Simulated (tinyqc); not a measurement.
# Planar metal-insulator-metal capacitor: capacitance, non-linearity, leakage and relaxation: effects of single changes

A film between two metal electrodes, each interface adding a series capacitance ci. The small-signal permittivity is ek (1 + aq E^2); the field is found with the linear permittivity. Leakage J = J0 sinh(E/Ef). After a voltage step the film passes a relaxation current kr C V tt^(-nr), tt being the time in seconds.

Parameters, values chosen for the exercise; permittivity of the order of that of titanium dioxide:
- ek = 81.4 (relative permittivity of the film)
- t = 13 nm (film thickness)
- ci = 1000 uF/cm^2 (capacitance of each electrode interface (dead layer and screening))
- aq = 0.023 cm^2/MV^2 (quadratic field coefficient of the permittivity)
- V = 1.2 V (bias)
- nr = 0.957 (exponent of the relaxation current)
- kr = 0.00023 (strength of the relaxation)
- J0 = 1.6e-10 A/cm^2 (leakage prefactor)
- Ef = 0.46 MV/cm (field for an e-fold rise of the leakage)
- t0 = 1e-7 s (duration of the write pulse)

Constants: eps0 = 8.8541878128e-14 F/cm where lengths are in cm. Results are converted to the units shown.

Each table varies one quantity; the others keep the values above.

## Capacitance, non-linearity and leakage against thickness

Planar film: Cf = eps0 ek/t, 1/C = 1/Cf + 2/ci, EOT = 3.9 eps0/C, effective permittivity C t/eps0, E = (V/t) C/Cf; quadratic coefficient [C(V)/C - 1]/V^2 with Cf (1 + aq E^2) in C(V).

Capacitance, non-linearity and leakage against thickness:
```
t (nm),C (uF/cm^2),EOT (nm),effective permittivity,E (MV/cm),quadratic coefficient (ppm/V^2),J (A/cm^2)
4.5,15.519,0.22251,78.873,2.5839,1.0284e5,2.2008e-8
6.2,11.361,0.30396,79.550,1.8915,55743,4.8841e-9
8.6,8.2424,0.41895,80.058,1.3723,29564,1.5763e-9
12,5.9348,0.58184,80.434,0.98813,15406,6.7616e-10
16,4.4643,0.77349,80.673,0.74330,8744.9,3.8669e-10
23,3.1141,1.1089,80.893,0.51849,4266.9,2.2103e-10
31,2.3142,1.4922,81.023,0.38531,2360.2,1.5025e-10
43,1.6705,2.0671,81.128,0.27814,1231.5,1.0275e-10
60,1.1983,2.8816,81.205,0.19952,634.30,7.1595e-11
```

Read the table: what changes, and by how much?

C falls from 15.5 to 1.20 uF/cm^2 while the effective permittivity goes from 78.9 to 81.2 (ek = 81.4). EOT is a straight line in t with slope 3.9/ek = 0.0479 and intercept 0.00691 nm. The quadratic coefficient goes as t^(-1.91) between the first two rows and t^(-1.99) between the last two (-2 without interfaces), and J falls by 2.49 decades.

## Charge lost after writing

Planar film: Cf = eps0 ek/t, 1/C = 1/Cf + 2/ci, EOT = 3.9 eps0/C, effective permittivity C t/eps0, E = (V/t) C/Cf. A capacitor written for t0 and then left open loses, as a share of C V, kr (tt^(1 - nr) - t0^(1 - nr))/(1 - nr) by relaxation and J tt/(C V) by leakage; both are taken as small, and rows far outside that range are left out.

The same in every row: leakage current (nA/cm^2) = 0.5711.

Charge lost after writing:
```
tt (s),relaxation current (nA/cm^2),loss by relaxation (%),loss by leakage (%),total loss (%)
1e-6,8.355e5,0.02784,8.680e-9,0.02784
1e-5,9.225e4,0.05857,8.680e-8,0.05857
0.0001,1.018e4,0.09250,8.680e-7,0.09250
0.001,1124,0.1300,8.680e-6,0.1300
0.01,124.2,0.1713,8.680e-5,0.1714
0.1,13.71,0.2170,8.680e-4,0.2179
1,1.513,0.2674,0.008680,0.2761
10,0.1671,0.3231,0.08680,0.4099
100,0.01845,0.3846,0.8680,1.253
1000,0.002037,0.4524,8.680,9.133
```

Read the table: what changes, and by how much?

The two currents are equal at tt = 2.77 s. The loss by relaxation grows from 0.0278 to 0.452 %, by 0.0307 points over the first decade and 0.0679 over the last, while the loss by leakage grows tenfold a decade. Leakage is the larger loss for tt = 100, 1000 s. For tt = 1000 the falling voltage would already cut the leakage, so the linear estimate overstates the loss.

Numbers from tinyqc (`OMP_NUM_THREADS=1 python tinyqc.py 2102115 2102116 out.jsonl`; about 0.01 s on one thread of a shared Intel Xeon 2.30GHz).
